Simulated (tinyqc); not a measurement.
What each parameter does: quantum-confined Stark effect in a modulator well.

Envelopes on cells of 0.5 angstrom over the well |z| < L/2 and 45 angstrom of barrier on each side, psi = 0 beyond, psi'/m continuous (mean mass between points), c = hbar^2/2m0. The electron sees + e F z and the hole - e F z, each with its offset in the barriers; 1 kV/cm = 1e-5 eV/angstrom. Light holes, band mixing and escape by tunnelling are left out.

Exciton: in-plane function exp(-rho/lam), 1/mu = 1/me + 1/mp, E(lam) = c/(mu lam^2) - (q/eps) times the integral over k of Fm(k)(1 + (k lam/2)^2)^(-3/2), Fm(k) the double integral of psi_e^2 psi_h^2 exp(-k |z - z'|), q = e^2/(4 pi eps0); binding Eb = -E at the minimum. Line at Eg + E_e + E_h - Eb, strength proportional to overlap^2/lam^2.

Constants: hbar^2/2m0 = 3.80998211 eV angstrom^2; e^2/(4 pi eps0) = 14.39964547 eV angstrom; hc = 1239.841984 eV nm.

Inputs chosen for the exercise (near those of an InGaAs well in InAlAs; the results hold for these values, not for the real material):

| symbol | value | unit | meaning |
|---|---|---|---|
| L | 134 | angstrom | well width |
| Vc | 0.536 | eV | conduction offset |
| Vv | 0.19 | eV | heavy-hole offset |
| me | 0.0414 | m0 | electron, well |
| meb | 0.0747 | m0 | electron, barrier |
| mh | 0.362 | m0 | heavy hole along z, well |
| mhb | 0.428 | m0 | heavy hole, barrier |
| Eg | 0.77 | eV | gap of the well |
| mp | 0.11 | m0 | heavy hole in the plane |
| eps | 13.5 |  | dielectric constant |
| F | 75 | kV/cm | field |

Zero-field line, shift at F, overlap^2 and Eb at F.

Results for these values:

| case | line (nm) | shift (meV) | overlap^2 | Eb (meV) |
|---|---|---|---|---|
| base | 1547.7 | -23.09 | 0.319 | 4.37 |

What happens to each result for me = 0.0476 m0, all else kept?

Answer: line rises from 1547.7 to 1553.6; shift falls from -23.09 to -23.18; overlap^2 falls from 0.319 to 0.302; Eb rises from 4.37 to 4.62.

The same for each parameter in turn:

| case | line (nm) | shift (meV) | overlap^2 | Eb (meV) |
|---|---|---|---|---|
| base | 1547.7 | -23.09 | 0.319 | 4.37 |
| L = 124 angstrom | 1538.7 | -19.06 | 0.406 | 4.64 |
| F = 60 kV/cm | 1547.7 | -15.93 | 0.417 | 4.54 |
| Vc = 0.429 eV | 1550.5 | -23.55 | 0.310 | 4.33 |
| Vv = 0.237 eV | 1547.5 | -22.53 | 0.330 | 4.40 |
| me = 0.0476 m0 | 1553.6 | -23.18 | 0.302 | 4.62 |
| mh = 0.308 m0 | 1546.5 | -22.39 | 0.344 | 4.40 |
| eps = 12.2 | 1549.6 | -22.87 | 0.319 | 5.14 |

Program tinyqc; command `OMP_NUM_THREADS=1 python tinyqc.py 1281476 1281477 out.jsonl`; about 0.2 s on one thread of a shared Intel(R) Xeon(R) Processor @ 2.30GHz.
